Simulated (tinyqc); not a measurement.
Bulk transistor, scale length and short-channel effects: a higher permittivity at fixed equivalent oxide thickness.

A gate, an insulator of thickness ti and a depleted layer of depth ts on a conducting body. Below threshold the potential that source and drain add obeys Laplace's equation and vanishes on the gate and at the bottom of the depleted layer. Its lowest mode decays along the channel as exp(-k y); k is the smallest positive root of the matching condition at the interface, and the scale length is Lambda = pi/k.

k is the smallest positive root of f(k) = eps_r sin(k ti) cos(k ts) + ei cos(k ti) sin(k ts). Along the channel psi(y) = s + a exp(y/l) + b exp(-y/l) with psi(0) = Vbi, psi(L) = Vbi + Vds and l = 1/k = Lambda/pi; with A = Vbi - s, B = A + Vds, x = exp(-L/l): a = (B - A x) x/(1 - x^2), b = (A - B x)/(1 - x^2). The minimum is s + 2 sqrt(a b), at y = (l/2) ln(b/a). The long-channel potential follows the gate as s = sT + (Vg - VTL)/m, and the threshold VT is the gate voltage at which the minimum equals sT. Swing = m Vt ln 10/g at threshold, g = d(minimum)/ds = 1 - (b x + a)/((1 + x) sqrt(a b)). DIBL = [VT(0.05 V) - VT(Vds)]/(Vds - 0.05 V). sT and Vbi are held fixed; m = 1 + eps_r ti/(ei ts) in each row. The equivalent oxide thickness 3.9 ti/ei is held at 0.51 nm, so ti = 0.51 ei/3.9 nm.

Parameters, values chosen for the exercise; permittivities: semiconductor close to that of silicon, insulator close to that of hafnium oxide: temperature T = 293 K; relative permittivity of the semiconductor eps_r = 11.7; depletion depth ts = 15 nm; channel length L = 41 nm; potential of the source Vbi = 0.99 V; potential of the barrier top at threshold sT = 0.51 V; drain voltage Vds = 0.6 V.

Constants: q = 1.602176634e-19 C, kB = 1.380649e-23 J/K, Vt = kB T/q. Results are converted to the units shown.

A higher permittivity at fixed equivalent oxide thickness:

| ei | ti (nm) | Lambda (nm) | L/Lambda | DIBL (mV/V) | swing (mV/decade) |
|---|---|---|---|---|---|
| 3.9 | 0.5100 | 16.49 | 2.486 | 18.32 | 66.97 |
| 5 | 0.6538 | 16.50 | 2.485 | 18.34 | 66.97 |
| 7.5 | 0.9808 | 16.51 | 2.484 | 18.38 | 66.98 |
| 10 | 1.308 | 16.52 | 2.482 | 18.44 | 66.99 |
| 15 | 1.962 | 16.56 | 2.476 | 18.62 | 67.02 |
| 20 | 2.615 | 16.62 | 2.468 | 18.89 | 67.06 |
| 25 | 3.269 | 16.70 | 2.455 | 19.27 | 67.12 |
| 35 | 4.577 | 16.96 | 2.418 | 20.50 | 67.31 |

As ei goes from 3.9 to 35, Lambda rises from 16.5 to 17.0 nm, DIBL rises from 18.3 to 20.5 mV/V and the swing rises from 67.0 to 67.3 mV a decade. The ratio ei/ti is the same in every row, yet the insulator grows from 0.510 to 4.58 nm, and drain fields reach the channel sideways through it.

Program tinyqc, `OMP_NUM_THREADS=1 python tinyqc.py 2420157 2420158 out.jsonl`; Intel Xeon 2.30GHz, shared host, one thread, about 0.01 s.
